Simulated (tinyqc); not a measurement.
# A barrier in a uniform field, exact transmission by Airy functions: effects of single changes

The left lead has its band edge at 0, the barrier edge falls as U(x) = U0 - F x with F = V/d for 0 < x < d, and the right lead has its edge at -V. No transverse momentum; C = hbar^2/(2 m0); psi and psi'/m are continuous. M carries (psi, psi'/m) across the barrier.

Parameters, values chosen for the exercise; masses and offsets close to those of silicon wells and oxide barriers:
- mL = 0.26 m0 (mass in the left lead)
- U0 = 3 eV (barrier edge at x = 0)
- m1 = 0.5 m0 (mass in the barrier)
- E = 1.711 eV (electron energy)
- d = 1.1 nm (barrier width)
- V = 0.65 V (voltage across the barrier)
- mR = 0.26 m0 (mass in the right lead)

Constants: q = 1.602176634e-19 C, hbar = 1.054571817e-34 J s, m0 = 9.1093837015e-31 kg, hbar^2/(2 m0) = 0.0380998212 eV nm^2. Results are converted to the units shown.

Each table varies one quantity; the others keep the values above.

## Effect of the emitter mass

Energy scale e = (C F^2/m1)^(1/3), z(x) = (U(x) - E)/e, s = (dz/dx)/m1 = -F/(e m1); v = k/m in a lead. With a = Ai, a' = Ai', b = Bi, b' = Bi' at z1 (left edge) and z2 (right edge): M11 = pi (a2 b1' - b2 a1'), M12 = (pi/s)(b2 a1 - a2 b1), M21 = pi s (a2' b1' - b2' a1'), M22 = pi (b2' a1 - a2' b1). With M acting on (psi, psi'/m) and v = k/m in each lead, T(E) = 4 vL vR/[(vL vR M12 - M21)^2 + (vR M11 + vL M22)^2]. WKB: exp(-S), S = (4/(3 F)) sqrt(m1/C) [max(U0 - E, 0)^1.5 - max(U0 - F d - E, 0)^1.5].

The same in every row: exp(-S) = 4.150e-4.

Result of one run:
```
mL (m0)  vL (1/nm)  T(E), exact  ratio
0.16         16.75     8.850e-4  2.132
```

What becomes of these results when the mass in the left lead mL is changed from 0.16 to 0.1 m0, all else the same?

Result of the changed run:
```
mL (m0)  vL (1/nm)  T(E), exact  ratio
0.1          21.19     7.518e-4  1.811
```

The whole series:
```
mL (m0)  vL (1/nm)  T(E), exact  ratio
0.1          21.19     7.518e-4  1.811
0.16         16.75     8.850e-4  2.132
0.25         13.40     0.001002  2.414
0.4          10.60     0.001095  2.639
0.64         8.377     0.001138  2.742
1            6.701     0.001122  2.704
1.6          5.298     0.001050  2.530
2.5          4.238     9.439e-4  2.274
```

WKB does not see the lead: exp(-S) stays at 4.15e-4. The ratio of exact to WKB goes from 1.81 through a maximum of 2.74 (at mL = 0.64 m0 among the rows listed) to 2.27; K/m1 at the left edge is 8.23 1/nm, and vL passes from 21.2 to 4.24 1/nm. The match at the entrance is best where vL is near K/m1.

## Exact and WKB transmission against energy

Same model as above.

Exact and WKB transmission against energy:
```
E (eV)  T(E), exact    exp(-S)    ratio
0.15      7.2885e-6  3.1903e-6   2.2846
0.5       2.8508e-5  7.9467e-6   3.5874
0.85      8.1006e-5  2.1397e-5   3.7859
1.2       2.2000e-4  6.3816e-5   3.4473
1.55      6.1521e-4  2.1968e-4   2.8005
1.9       0.0018644  9.4635e-4   1.9701
2.25      0.0065119  0.0064044   1.0168
2.6        0.029145    0.12645  0.23049
2.95        0.20372    0.91266  0.22321
3.3         0.95394     1.0000  0.95394
```

The exact T(E) rises from 7.29e-6 to 0.954, and the ratio to WKB moves up and down between 0.223 and 3.79. Above U0 = 3 eV WKB gives 1, while the exact value is 0.954: reflection over the barrier.

Range of the model: Masses are held fixed, although real bands cease to be parabolic a few tenths of an eV from their edges.

Numbers from tinyqc (`OMP_NUM_THREADS=1 python tinyqc.py 2580103 2580104 out.jsonl`; about 0.01 s on one thread of a shared Intel Xeon 2.30GHz).
